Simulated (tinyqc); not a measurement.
# Chip with leakage that grows with temperature, electro-thermal loop and runaway: two studies

One temperature T for the device, T = T0 + Rth P(T), with P(T) = Pd + Pl (T/300 K)^2 exp[(q Ea/kB)(1/(300 K) - 1/T)]. The loop gain is Rth dP/dT; a solution is thermally stable when it is below one.

Inputs (values chosen for the exercise):
- T0 = 340 K (ambient temperature)
- Pd = 33 W (temperature-independent switching power)
- Pl = 0.333 W (leakage power at 300 K)
- Ea = 0.5 eV (activation energy of the leakage)
- Rth = 0.56 K/W (thermal resistance)

Constants: q = 1.602176634e-19 C, kB = 1.380649e-23 J/K. Results are converted to the units shown.

Each table varies one quantity; the others keep the values above.

## Effect of the thermal resistance

P'(T) = (P - Pd)(2/T + q Ea/(kB T^2)), G = Rth P'. T is the lowest solution and Tu the next, unstable one.

Effect of the thermal resistance:
```
Rth (K/W)  T (K)  P (W)        G  Tu (K)
0.187      347.3  39.23  0.06273   456.9
0.225      349.0  39.79  0.08160   448.5
0.272      351.0  40.59   0.1090   439.7
0.327      353.6  41.69   0.1480   431.0
0.395      357.2  43.42   0.2104   421.5
0.476      362.1  46.35   0.3165   411.1
0.575      370.6  53.26   0.5550   397.3
```

What does the comparison show?

As Rth goes from 0.187 to 0.575 K/W, T rises from 347.3 to 370.6 K, the power rises from 39.2 to 53.3 W and the loop gain rises from 0.0627 to 0.555. The gap between the stable and unstable solutions goes from 110 to 26.7 K. At Rth = 0.693 K/W no solution is left within 900 K of T0: thermal runaway.

## Effect of the leakage power at 300 K

Same model as above.

Results:
```
Pl (W)  T (K)  P (W)        G  Tu (K)
0.028   359.0  33.96  0.02730   517.8
0.062   359.7  35.21  0.06239   478.5
0.092   360.4  36.39  0.09539   460.2
0.14    361.5  38.47   0.1529   441.2
0.2     363.2  41.50   0.2356   425.1
0.3     367.1  48.42   0.4188   405.5
```

Estimate the missing row, Pl = 0.041 W.

Computed row:
```
Pl (W)  T (K)  P (W)        G  Tu (K)
0.041   359.3  34.43  0.04045   498.4
```

With this row back in the table: As Pl goes from 0.028 to 0.3 W, T rises from 359.0 to 367.1 K, the power rises from 34.0 to 48.4 W and the loop gain rises from 0.0273 to 0.419. The gap between the stable and unstable solutions goes from 159 to 38.4 K. At Pl = 0.45 W no solution is left within 900 K of T0: thermal runaway.

Computed by the program tinyqc: `OMP_NUM_THREADS=1 python tinyqc.py 2520018 2520019 out.jsonl`, one thread of a shared Intel Xeon 2.30GHz, about 0.01 s for the whole run.
